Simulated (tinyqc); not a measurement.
# Worked calculation: off-state leakage of single and stacked transistors

Program tinyqc, `OMP_NUM_THREADS=1 python tinyqc.py 2242199 2242200 out.jsonl`; Intel Xeon 2.30GHz, shared host, one thread, about 0.03 s. Printed values are rounded.

n-channel devices of unit width. Subthreshold current I(Vg, Vs, Vd) = I0 (T/300 K)^0.5 exp[(Vg - Vs - VT(T) - gb (Vs - Vb) + dd (Vd - Vs))/(nf Vt)] (1 - exp(-(Vd - Vs)/Vt)), VT(T) = VT - cT (T - 300 K). Gate-edge tunnelling Ig (Vd/1 V) exp(ag (Vd - 1 V)), for a gate at 0 V, and band-to-band leakage Ab u exp(-Bb/u), u = Vd - Vb + 1 V, flow at a drain held at V; both are taken as independent of T. In a stack of off transistors (all gates at 0 V) the same subthreshold current passes through each.

Values chosen for this exercise; values of the order met in bulk silicon logic transistors:
- T = 300 K (temperature)
- V = 1 V (supply voltage)
- VT = 0.38 V (threshold at 300 K, zero drain and body bias)
- cT = 0.7 mV/K (fall of the threshold with temperature)
- I0 = 0.31 uA/um (current at threshold at 300 K)
- nf = 1.55 (slope factor)
- dd = 0.14 (drain-induced lowering per volt)
- gb = 0.23 (rise of the threshold per volt of source-body bias)
- Ig = 5e-5 uA/um (gate-edge tunnelling current at 1 V)
- ag = 5.4 1/V (exponential slope of the gate current)
- Ab = 10 uA/(um V) (prefactor of band-to-band leakage at the drain)
- Bb = 26 V (its exponential voltage)
- Vb = -0.3 V (body voltage)

Constants: q = 1.602176634e-19 C, kB = 1.380649e-23 J/K, Vt = kB T/q. Results are converted to the units shown.

## Leakage of one transistor

Vg = Vs = 0, Vd = V; effective threshold VT(T) - gb Vb - dd V.

effective threshold = 0.309 V
parts (nA/um): subthreshold 0.138787, gate edge 0.05, band-to-band 0.283343
total = 0.472129 nA/um
shares (%): subthreshold 29.3959, gate edge 10.5903, band-to-band 60.0138

The band-to-band part is the largest.

## Starting value

Vx = dd V/(1 + gb + 2 dd), the solution for Vx well above Vt, rounded to three decimals.

Vx at the start = 0.093 V

## Iteration 1: new Vx

Stack of two, Vx the node between them: I_low = I(0, 0, Vx), I_up = I(0, Vx, V), f = ln(I_up/I_low), f' = -(1 + gb + 2 dd)/(nf Vt) - 1/(Vt (exp(Vx/Vt) - 1)) - 1/(Vt (exp((V - Vx)/Vt) - 1)), Vx(new) = Vx - f/f'.

I_low = 0.00567604 nA/um
I_up = 0.00577363 nA/um
f = 0.0170460
f' = -38.7730 1/V
Vx after iteration 1 = 0.0934396 V

## Iteration 2: new Vx

As before.

I_low = 0.00568747 nA/um
I_up = 0.00568749 nA/um
f = 4.16263e-6
f' = -38.7541 1/V
Vx after iteration 2 = 0.0934397 V

## Course of the iteration

Stop when the step is below 1e-11 V, or after 40 iterations.

Course of the iteration:
```
iteration,Vx before the step (V),step (V)
1,0.093,4.40e-4
2,0.0934396,1.07e-7
3,0.0934397,6.40e-15
```

Converged in 3 iterations. The subthreshold current of the stack is 0.005687 nA/um, 24.4 times less than that of one transistor (the drain leakage is unchanged); the estimate exp[dd V (1 + gb + dd)/((1 + gb + 2 dd) nf Vt)] gives 23.8.
